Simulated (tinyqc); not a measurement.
Lorentz oscillators and the Kramers-Kronig relations: one step. eps1 at one grid point. Two cases, with inputs chosen for the exercise.

Question. List the terms E_j eps2_j/(E_j^2 - E_i^2) for j - i odd, add them and form eps1.

Kramers-Kronig: eps1(E) = 1 + (2/pi) P integral_0^infinity E1 eps2(E1)/(E1^2 - E^2) dE1. Maclaurin rule on the grid E_j = j h, j = 1 .. M: eps1(E_i) = 1 + (4 h/pi) sum over j with j - i odd of E_j eps2(E_j)/(E_j^2 - E_i^2); nothing is added above E_M.

Case 1.

Values chosen: h = 0.5 eV (grid step); M = 30 (grid points E_j = j h); i = 5 (grid index at which eps1 is wanted).

eps2(E_j), j = 1 .. M: [0.260495, 0.606617, 1.201207, 2.506513, 6.175342, 14.326932, 9.147939, 3.550704, 1.682628, 0.945104, 0.593312, 0.401618, 0.286891, 0.213350, 0.163687, 0.128752, 0.103357, 0.084392, 0.069906, 0.058627, 0.049699, 0.042531, 0.036702, 0.031910, 0.027930, 0.024595, 0.021777, 0.019380, 0.017327, 0.015557]

Case 2.

Values chosen (out of a larger set: line positions loosely like those of Ge; Lorentz tails absorb below the gap, where the real solid is clear; not measured data): h = 0.25 eV (grid step); M = 30 (grid points E_j = j h); i = 7 (grid index at which eps1 is wanted).

eps2(E_j), j = 1 .. M: [0.243621, 0.514226, 0.848949, 1.314517, 2.062624, 3.544952, 7.737743, 26.530661, 20.615287, 10.874055, 12.633426, 17.666486, 18.204714, 13.518555, 10.941250, 12.541130, 20.518781, 29.554480, 19.013537, 9.528629, 5.357314, 3.396483, 2.345377, 1.719163, 1.315527, 1.039526, 0.842058, 0.695663, 0.583992, 0.496797]

Give: terms in order of j; sum; eps1(E_i).

Answer.

Case 1.

terms in order of j (1/eV): [-0.1155, -2.2280, 15.6294, 1.4567, 0.2520, 0.0810, 0.0349, 0.0178, 0.0102, 0.0063, 0.0041, 0.0028, 0.0020, 0.0014, 0.0011]

sum = 15.156 1/eV
eps1(E_i) = 10.649

The oscillator formula gives 9.741 at E_i = 2.5 eV. The rule samples every 2h = 1 eV against a narrowest width of 1.02 eV and stops at 15 eV; coarse sampling and the missing tail make the difference.

Case 2.

terms in order of j (1/eV): [-0.0914, -0.6373, -6.5445, 56.5987, 8.5287, 8.9262, 5.1499, 3.8775, 7.7379, 2.1718, 0.6871, 0.3132, 0.1724, 0.1060, 0.0701]

sum = 87.066 1/eV
eps1(E_i) = 28.714

The oscillator formula gives 26.156 at E_i = 1.75 eV. The rule samples every 2h = 0.5 eV against a narrowest width of 0.33 eV and stops at 7.5 eV; coarse sampling and the missing tail make the difference.

Computed by tinyqc, one run a case: `OMP_NUM_THREADS=1 python tinyqc.py N N+1 out.jsonl` with N = 1651457, 1651553; one thread of a shared Intel(R) Xeon(R) Processor @ 2.30GHz, about 0.2 s a run at most.
